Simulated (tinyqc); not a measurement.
Three-phonon processes in a diatomic chain: dispersion, energy and momentum conservation, and decay channels of optical phonons: one step, computed by the program tinyqc.

Cell length a, two atoms, one spring constant. x = q a/pi runs from -1 to 1; A and O are the acoustic and optical branches. Matrix elements are not computed: only conservation laws and occupation factors are followed.

Problem. Band edges. omega^2 = k (1/m + 1/M) -/+ k sqrt((1/m + 1/M)^2 - 4 sin^2(pi x/2)/(m M)); nu = 15.6333042 THz x sqrt(omega^2) for eV/(angstrom^2 u). Acoustic top sqrt(2 k/M), optical bottom sqrt(2 k/m), optical top sqrt(2 k (1/m + 1/M)).

Inputs (values chosen for the exercise, for a model chain): light mass m = 14 u; heavy mass M = 78.8 u; spring constant k = 13 eV/angstrom^2.

Constants: nu for 1 eV/(angstrom^2 u) = 15.6333042 THz.

Give: acoustic top; optical bottom; optical top; optical top over twice the acoustic top; optical bottom over twice the acoustic top; optical width over acoustic top.

Solution.

acoustic top = 8.980 THz

optical bottom = 21.30 THz

optical top = 23.12 THz

optical top over twice the acoustic top = 1.287

optical bottom over twice the acoustic top = 1.186

optical width over acoustic top = 0.2021

The zone-centre optical phonon lies above twice the acoustic top (M/m > 3), so its decay into two acoustic phonons is forbidden; at M/m > 4 energy alone forbids it for every optical phonon.
